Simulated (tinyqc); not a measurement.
Inside a calculation. Method: CCSD on RHF in the sto-6g basis, for H6, spin multiplicity 1. One step of it, computed by the program tinyqc.

Question. CCSD: starting amplitudes. t_ij^ab = <ij||ab> / (e_i + e_j - e_a - e_b), whose energy is MP2.

orbital energies (hartree): MO1 -0.693538, MO2 -0.593069, MO3 -0.460540, MO4 0.423671, MO5 0.743524, MO6 1.152198

Two-electron integrals over orbitals (pq|rs), unique and non-zero (hartree):
```
p,q,r,s,(pq|rs)
1,1,1,1,0.423627
2,1,1,1,-0.000221
2,1,2,1,0.129914
2,2,1,1,0.336353
2,2,2,1,0.000291
2,2,2,2,0.399901
3,1,1,1,0.083153
3,1,2,1,0.000195
3,1,2,2,-0.056999
3,1,3,1,0.131440
3,2,1,1,0.000274
3,2,2,1,-0.127550
3,2,2,2,-0.000366
3,2,3,1,-0.000086
3,2,3,2,0.146232
3,3,1,1,0.398611
3,3,2,1,-0.000108
3,3,2,2,0.354668
3,3,3,1,0.046915
3,3,3,2,0.000165
3,3,3,3,0.400384
4,1,1,1,-0.000143
4,1,2,1,0.035727
4,1,2,2,0.000039
4,1,3,1,-0.000020
4,1,3,2,0.002525
4,1,3,3,-3.67e-06
4,1,4,1,0.080062
4,2,1,1,0.055932
4,2,2,1,0.000028
4,2,2,2,-0.002975
4,2,3,1,0.049207
4,2,3,2,0.000043
4,2,3,3,0.016388
4,2,4,1,-0.000018
4,2,4,2,0.069513
4,3,1,1,-0.000056
4,3,2,1,0.060364
4,3,2,2,0.000129
4,3,3,1,0.000138
4,3,3,2,-0.059974
4,3,3,3,-0.000031
4,3,4,1,0.015185
4,3,4,2,0.000047
4,3,4,3,0.073504
4,4,1,1,0.395913
4,4,2,1,-0.000056
4,4,2,2,0.353876
4,4,3,1,0.041690
4,4,3,2,0.000097
4,4,3,3,0.387147
4,4,4,1,-0.000029
4,4,4,2,0.025642
4,4,4,3,-0.000005
4,4,4,4,0.401908
5,1,1,1,0.008842
5,1,2,1,-0.000038
5,1,2,2,0.026659
5,1,3,1,-0.022278
5,1,3,2,-0.000005
5,1,3,3,-0.008914
5,1,4,1,-0.000096
5,1,4,2,0.038743
5,1,4,3,0.000010
5,1,4,4,0.001819
5,1,5,1,0.047364
5,2,1,1,-0.000008
5,2,2,1,0.021264
5,2,2,2,0.000071
5,2,3,1,-3.00e-07
5,2,3,2,0.004440
5,2,3,3,0.000015
5,2,4,1,0.055312
5,2,4,2,0.000140
5,2,4,3,-0.037461
5,2,4,4,0.000016
5,2,5,1,0.000047
5,2,5,2,0.087039
5,3,1,1,-0.065020
5,3,2,1,-0.000031
5,3,2,2,-0.003279
5,3,3,1,-0.054258
5,3,3,2,-0.000027
5,3,3,3,-0.031799
5,3,4,1,0.000036
5,3,4,2,-0.065835
5,3,4,3,-0.000072
5,3,4,4,-0.026720
5,3,5,1,-0.032955
5,3,5,2,-0.000098
5,3,5,3,0.071002
5,4,1,1,-0.000286
5,4,2,1,0.128186
5,4,2,2,0.000353
5,4,3,1,0.000081
5,4,3,2,-0.139676
5,4,3,3,-0.000168
5,4,4,1,0.007435
5,4,4,2,-0.000035
5,4,4,3,0.061557
5,4,4,4,-0.000109
5,4,5,1,2.93e-06
5,4,5,2,-0.001260
5,4,5,3,0.000027
5,4,5,4,0.150906
5,5,1,1,0.351714
5,5,2,1,0.000183
5,5,2,2,0.402872
5,5,3,1,-0.045324
5,5,3,2,-0.000241
5,5,3,3,0.366562
5,5,4,1,0.000021
5,5,4,2,0.002787
5,5,4,3,0.000086
5,5,4,4,0.375872
5,5,5,1,0.027035
5,5,5,2,0.000064
5,5,5,3,-0.006902
5,5,5,4,0.000250
5,5,5,5,0.428225
6,1,1,1,0.000014
6,1,2,1,-0.001998
6,1,2,2,-0.000040
6,1,3,1,0.000064
6,1,3,2,-0.013218
6,1,3,3,-2.82e-06
6,1,4,1,-0.028886
6,1,4,2,-0.000048
6,1,4,3,-0.049578
6,1,4,4,2.16e-06
6,1,5,1,-0.000057
6,1,5,2,0.029914
6,1,5,3,0.000059
6,1,5,4,0.009920
6,1,5,5,-0.000046
6,1,6,1,0.065232
6,2,1,1,0.015307
6,2,2,1,-0.000021
6,2,2,2,0.032661
6,2,3,1,-0.019843
6,2,3,2,-0.000011
6,2,3,3,0.003334
6,2,4,1,-0.000064
6,2,4,2,0.035193
6,2,4,3,-1.88e-06
6,2,4,4,0.001630
6,2,5,1,0.043132
6,2,5,2,0.000083
6,2,5,3,-0.036984
6,2,5,4,0.000009
6,2,5,5,0.031763
6,2,6,1,-0.000045
6,2,6,2,0.045502
6,3,1,1,0.000146
6,3,2,1,-0.040271
6,3,2,2,-0.000042
6,3,3,1,-1.27e-06
6,3,3,2,0.007027
6,3,3,3,0.000023
6,3,4,1,-0.076705
6,3,4,2,0.000008
6,3,4,3,-0.018451
6,3,4,4,0.000018
6,3,5,1,0.000091
6,3,5,2,-0.055075
6,3,5,3,-0.000033
6,3,5,4,-0.007137
6,3,5,5,-0.000023
6,3,6,1,0.029033
6,3,6,2,0.000070
6,3,6,3,0.082895
6,4,1,1,-0.084926
6,4,2,1,-0.000134
6,4,2,2,0.048833
6,4,3,1,-0.125129
6,4,3,2,0.000025
6,4,3,3,-0.048378
6,4,4,1,0.000027
6,4,4,2,-0.051114
6,4,4,3,-0.000113
6,4,4,4,-0.047087
6,4,5,1,0.018879
6,4,5,2,2.94e-08
6,4,5,3,0.054583
6,4,5,4,-0.000027
6,4,5,5,0.048835
6,4,6,1,-0.000057
6,4,6,2,0.018782
6,4,6,3,-0.000011
6,4,6,4,0.135056
6,5,1,1,-0.000218
6,5,2,1,0.131779
6,5,2,2,0.000303
6,5,3,1,0.000198
6,5,3,2,-0.131068
6,5,3,3,-0.000104
6,5,4,1,0.036727
6,5,4,2,0.000028
6,5,4,3,0.063659
6,5,4,4,-0.000052
6,5,5,1,-0.000041
6,5,5,2,0.022166
6,5,5,3,-0.000035
6,5,5,4,0.137973
6,5,5,5,0.000207
6,5,6,1,-0.003158
6,5,6,2,-0.000023
6,5,6,3,-0.044667
6,5,6,4,-0.000153
6,5,6,5,0.148112
6,6,1,1,0.453723
6,6,2,1,-0.000177
6,6,2,2,0.359327
6,6,3,1,0.091570
6,6,3,2,0.000241
6,6,3,3,0.429770
6,6,4,1,-0.000139
6,6,4,2,0.062868
6,6,4,3,-0.000033
6,6,4,4,0.434834
6,6,5,1,0.010149
6,6,5,2,3.92e-06
6,6,5,3,-0.074426
6,6,5,4,-0.000262
6,6,5,5,0.386694
6,6,6,1,0.000015
6,6,6,2,0.018056
6,6,6,3,0.000149
6,6,6,4,-0.100569
6,6,6,5,-0.000189
6,6,6,6,0.514917
```

Give: Starting amplitudes; correlation energy.

Answer.

Starting amplitudes (spin orbitals 1a, 1b, ...; amplitudes related by a flip of all spins are not repeated; the 24 largest):
```
from,to,t
3a 3b,4a 4b,-0.042
1a 1b,4a 4b,-0.036
2a 2b,4a 4b,-0.034
2a 2b,5a 5b,-0.033
2a 3b,4a 5b,0.030
3a 3b,5a 5b,-0.029
1a 3b,4a 6b,0.028
3a 3b,6a 6b,-0.026
1a 2b,4a 5b,-0.023
2a 3b,5a 6b,0.019
1a 3b,4b 6a,-0.018
1a 1b,6a 6b,-0.018
2a 3b,4b 5a,-0.017
1a 1b,5a 5b,-0.016
1a 2b,4b 5a,0.016
1a 2b,5a 6b,-0.014
2a 2b,6a 6b,-0.013
2a 3a,4a 5a,0.013
2a 2b,4a 6b,-0.013
2a 3b,5b 6a,-0.013
1a 3b,5a 5b,0.012
1a 3a,4a 6a,0.010
1a 1b,4a 6b,0.010
1a 2b,5b 6a,0.009
```

correlation energy = -0.04269 hartree
